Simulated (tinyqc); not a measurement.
Size effects in the resistivity of thin metal films and interconnect lines: one step, computed by the program tinyqc. Command: `OMP_NUM_THREADS=1 python tinyqc.py 3021991 3021992 out.jsonl size walk`. One thread of a shared host (Intel(R) Xeon(R) Processor @ 2.30GHz), about 0.01 s of CPU time with the checks.

Electrons lose their drift at surfaces (a share 1 - p of the hits) and at grain boundaries (reflection R), besides bulk scattering.

Question. Resistivity of the film. Both together (Mayadas-Shatzkes film): rho_b/rho = (rho_b/rho of the grains alone) - (6/(pi kappa))(1 - p) int_0^(pi/2) dphi int_0^1 ds (cos^2 phi/H^2)(s - s^3)(1 - exp(-kappa H/s))/(1 - p exp(-kappa H/s)), H = 1 + alpha/(cos phi sqrt(1 - s^2)), 40 x 80 Gauss-Legendre points. Sheet resistance rho/h; additive estimate rho_b (f_surface + f_grain - 1).

Inputs (values chosen for the exercise, modelled on platinum): bulk resistivity rho_b = 10.8 microohm cm; specularity p = 0; film thickness h = 15 nm.

Geometry: film.

rho/rho_b from grains = 1.323164

alpha = 0.2258824

kappa = h/lambda = 2.130682

rho/rho_b from surfaces = 1.206044

Give: resistivity rho; sheet resistance; additive estimate; error of the additive estimate.

Answer.

resistivity rho = 16.35 microohm cm

sheet resistance = 10.90 ohm

additive estimate = 16.52 microohm cm

error of the additive estimate = 1.002 %

Adding the two excesses (Matthiessen's rule) is 1.0 % high.
